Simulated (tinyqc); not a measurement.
From susceptibility chi back to temperature T: Landau-Devonshire theory of a uniaxial ferroelectric. Computed by tinyqc, a small Python program. Command: `OMP_NUM_THREADS=1 python tinyqc.py 3023752 3023753 out.jsonl ferro inv`. One thread of a shared host (Intel(R) Xeon(R) Processor @ 2.30GHz), about 0.02 s of CPU time with the checks.

G(P) = (alpha/2) P^2 + (beta*/4) P^4 + (gamma/6) P^6 - E P per volume, SI units, one domain, P along the polar axis.

Inputs (values chosen for the exercise, for a model ferroelectric): alpha_0 = 922000 J m/(C^2 K); Curie-Weiss temperature T0 = 600 K; beta = -6.86e+08 J m^5/C^4; gamma = 1.08e+10 J m^9/C^6.

Sample: free crystal.

Constants: eps_0 = 8.8541878128e-12 F/m.

Method:
- alpha = alpha_0 (T - T0*), T0* = T0, beta* = beta.
- Ps^2 = [-beta* + sqrt(beta*^2 - 4 alpha gamma)]/(2 gamma).
- chi = 1/(eps_0 G''), G'' = alpha + 3 beta* P^2 + 5 gamma P^4 at Ps. Ps, chi and the coercive field are for perfect screening, without a depolarising field. The intrinsic coercive field is |alpha P + beta* P^3 + gamma P^5| at the P_c where G'' = 0. 1 C/m^2 = 100 microcoulomb/cm^2.

Problem. A run gave the result below. Find the temperature T, known to lie between 220 and 450 K.

susceptibility chi = 88.64458

Solution.

Each step takes the trial c = (a f_b - b f_a)/(f_b - f_a), f being the result less the target and a, b, c the logarithms of the listed values; c replaces end b, the old b replaces a if the sign of f changed, and otherwise f_a is halved.

Scan of the range:
```
temperature T (K)  susceptibility chi
220                            66.595
248                            71.322
279                            77.426
315                            86.014
354                            97.838
399                           116.459
450                           148.993
```

False position (Illinois rule, in the logarithm of the input) inside the bracket:
```
step    end a    end b    trial  susceptibility chi
1     315.000  354.000  323.287             88.2752
2     354.000  323.287  324.423             88.5945
3     354.000  324.423  324.728             88.6807
4     324.423  324.728  324.600             88.6445
5     324.728  324.600  324.600             88.6446
```

Susceptibility chi rises at every point of a 13-point scan of the range (every second point is shown), so one value fits; it is bracketed by 315 and 354. Answer: temperature T = 324.6 K.
